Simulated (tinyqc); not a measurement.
Haynes-Shockley experiment: what a collector records, against the sweep field along the drift.

A sheet injected at x = 0, t = 0 gives at x = L the signal n(t) = N0 exp(-t/tau - (L - v t)^2/(4 D t))/sqrt(4 pi D t), D = mu Vt, v = mu F. Its peak lies at tp = [-D + sqrt(D^2 + u^2 L^2)]/u^2, u^2 = v^2 + 4 D/tau; dt is the full width at half height. Simple readings: mobility L/(F tp), diffusion coefficient (L dt/tp)^2/(16 ln 2 tp). Area v times the integral of n over N0: (v/u) exp(L (v - u)/(2 D)).

Inputs (values chosen for the exercise): temperature T = 350 K; minority-carrier mobility mu = 1910 cm^2/(V s); lifetime tau = 2e-7 s; distance from injector to collector L = 380 um.

Constants: q = 1.602176634e-19 C, kB = 1.380649e-23 J/K, Vt = kB T/q. Results are converted to the units shown.

Results:
```
F (V/cm),L/v (us),tp (us),dt (us),apparent mobility (cm^2/(V s)),apparent D (cm^2/s),area,exp(-L/(v tau))
10,1.9895,0.93842,0.62501,4049.3,61.546,7.0392e-4,4.7840e-5
18,1.1053,0.76225,0.45461,2769.6,60.760,0.0071865,0.0039800
31,0.64178,0.54455,0.27238,2251.0,59.820,0.044006,0.040400
54,0.36843,0.34511,0.13646,2039.0,58.987,0.15783,0.15848
94,0.21165,0.20625,0.062744,1960.0,58.423,0.34420,0.34706
160,0.12435,0.12298,0.028806,1931.2,58.090,0.53475,0.53702
490,0.040603,0.040510,0.0054309,1914.4,57.765,0.81579,0.81627
```

Estimate the missing row, F = 280 V/cm.

Computed row:
```
F (V/cm),L/v (us),tp (us),dt (us),apparent mobility (cm^2/(V s)),apparent D (cm^2/s),area,exp(-L/(v tau))
280,0.071055,0.070712,0.012537,1919.3,57.884,0.69982,0.70098
```

With this row back in the table: True values: mu = 1910 cm^2/(V s), D = 57.6 cm^2/s. The apparent mobility is 2.12 times the true one in the first row and 0.23 % above it in the last, and the apparent D 6.8 % above and 0.27 % above D. The peak always comes before L/v, since spreading and decay both weigh down the later part of the signal; the shift is 53 % and 0.23 % in these rows.

tinyqc, about 0.01 s, one thread, Intel Xeon 2.30GHz (shared host): `OMP_NUM_THREADS=1 python tinyqc.py 2310045 2310046 out.jsonl`
